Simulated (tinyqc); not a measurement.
Inside a calculation. Method: tight binding, honeycomb lattice. Computed by tinyqc, a small Python program that keeps every step. Settings: t1 = 2.19, t2 = 0, phi = -2.4, delta = 0.72, points = 6. Command: `OMP_NUM_THREADS=1 python tinyqc.py 22071 22072 out.jsonl` (the two numbers bound the seeds that draw the settings). One thread of a shared host (Intel(R) Xeon(R) Processor @ 2.60GHz), about 0.01 s of CPU time with the checks.

## Bloch Hamiltonian at k

Parameters chosen for this model:
```
parameter,value,unit
t1,2.190000,"eV, nearest"
t2,0,"eV, second neighbours"
phi,-2.400000,"rad, phase of t2 (Haldane)"
delta,0.720000,"eV, +/- on A and B"
```

k point k (fractions of the reciprocal vectors): 0.160000  -0.200000

H_AB = -t1 (1 + exp(-i k.a1) + exp(-i k.a2)); H_AA = delta - 2 t2 sum cos(k.b + phi), H_BB = -delta - 2 t2 sum cos(k.b - phi), b = a1, a2 - a1, -a2.

H(k) at k (eV):
```
,A,B
A,0.720000,-4.040208-0.233736i
B,-4.040208+0.233736i,-0.720000
```

## Levels at k

Diagonalise the Hermitian matrix.

eigenvalues (eV): -4.110512  4.110512

weights |c|^2 of the basis functions:
```
,band 1,band 2
A,0.412420,0.587580
B,0.587580,0.412420
```

## Bloch Hamiltonian at K

k point K (fractions of the reciprocal vectors): 0.333333  0.666667

As before.

H(k) at K (eV):
```
,A,B
A,0.720000,0.000000
B,0.000000,-0.720000
```

## Levels at K

As before.

eigenvalues (eV): -0.720000  0.720000

weights |c|^2 of the basis functions:
```
,band 1,band 2
A,0.000000,1.000000
B,1.000000,0.000000
```

## Bands along a path

The same steps at evenly spaced points between the labelled ones.

Bands along the path (eV):
```
k,band 1,band 2
G,-6.609334,6.609334
G-K 0.20,-6.233054,6.233054
G-K 0.40,-5.171162,5.171162
G-K 0.60,-3.615903,3.615903
G-K 0.80,-1.875846,1.875846
K,-0.720000,0.720000
K-M 0.20,-1.033041,1.033041
K-M 0.40,-1.533084,1.533084
K-M 0.60,-1.949183,1.949183
K-M 0.80,-2.214596,2.214596
M,-2.305320,2.305320
M-K' 0.20,-2.214596,2.214596
M-K' 0.40,-1.949183,1.949183
M-K' 0.60,-1.533084,1.533084
M-K' 0.80,-1.033041,1.033041
K',-0.720000,0.720000
```

With 1 band(s) filled, the highest filled level on these points lies at K and the lowest empty one at K: a gap of 1.4400 eV, direct.

## Chern number of the lower band

On a 6 x 6 mesh, the phase of the product of overlaps around each plaquette (k1 then k2); the sum over 2 pi is an integer.

plaquette phases (rad):
```
,1,2,3,4,5,6
1,0.000000,-0.013714,-0.064703,0.000000,0.028195,0.008977
2,0.013714,0.000000,-0.064703,-0.690394,0.000000,0.028195
3,0.064703,0.064703,0.000000,-0.690394,-0.690394,0.000000
4,0.000000,0.690394,0.690394,0.000000,-0.064703,-0.064703
5,-0.028195,0.000000,0.690394,0.064703,0.000000,-0.013714
6,-0.008977,-0.028195,0.000000,0.064703,0.013714,0.000000
```

Chern number = 0.000000
